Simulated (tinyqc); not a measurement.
## Threshold-voltage variability of a planar MOSFET, analytic estimates: a gate of 6 grains

Three independent sources add in quadrature: random dopants in the depleted layer, metal-gate grains of two orientations, and roughness of the two gate edges acting through the roll-off VT = VT(long) - Vr exp(-L/l). These are first-order estimates: no three-dimensional electrostatics, no percolation.

Each of 6 equal grains has the higher work function with probability p; the threshold shift is dW (j/6 - p) for j such grains, and the off current changes by exp(-shift/(n Vt)).

Parameters, values chosen for the exercise; material values close to those of silicon:
- T = 293 K (temperature)
- dW = 0.3 eV (work-function difference of the two grain orientations)
- p = 0.5 (share of the orientation of higher work function)
- n = 1.34 (subthreshold factor)

Constants: q = 1.602176634e-19 C, kB = 1.380649e-23 J/K, Vt = kB T/q. Results are converted to the units shown.

Distribution:
```
j,probability,shift (mV),Ioff factor,probability x factor
0,0.01562,-150.0,84.23,1.316
1,0.09375,-100.0,19.21,1.801
2,0.2344,-50.0,4.383,1.027
3,0.3125,0.0,1.000,0.3125
4,0.2344,50.0,0.2281,0.05347
5,0.09375,100.0,0.05204,0.004879
6,0.01562,150.0,0.01187,1.855e-4
```

The standard deviation is dW sqrt(p (1 - p)/6) = 61.2 mV. The mean off current is 4.52 times the nominal one; the log-normal formula exp(s^2/(2 (n Vt)^2)) gives 5.14. Devices with j = 1, 9.4 % of all, carry 40 % of the mean leakage.

Numbers from tinyqc (`OMP_NUM_THREADS=1 python tinyqc.py 2090037 2090038 out.jsonl`; about 0.01 s on one thread of a shared Intel Xeon 2.30GHz).
